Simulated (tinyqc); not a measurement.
## Ten-year voltage from two stress tests

Inverse problem. Lifetimes follow tau = t0 exp(B/Vd). Ten years are 3.15576e8 s. Find B, t0 and the drain voltage for ten years.

lifetimes at Vd = 6 and 6.8 V (s): [1.3e5, 43358.1736]

Answer. ln(tau) is linear in 1/Vd.

B = 56.00 V
t0 = 11.50 s
ten-year voltage = 3.270 V

tinyqc, about 0.01 s, one thread, Intel Xeon 2.30GHz (shared host): `OMP_NUM_THREADS=1 python tinyqc.py 2550075 2550076 out.jsonl`
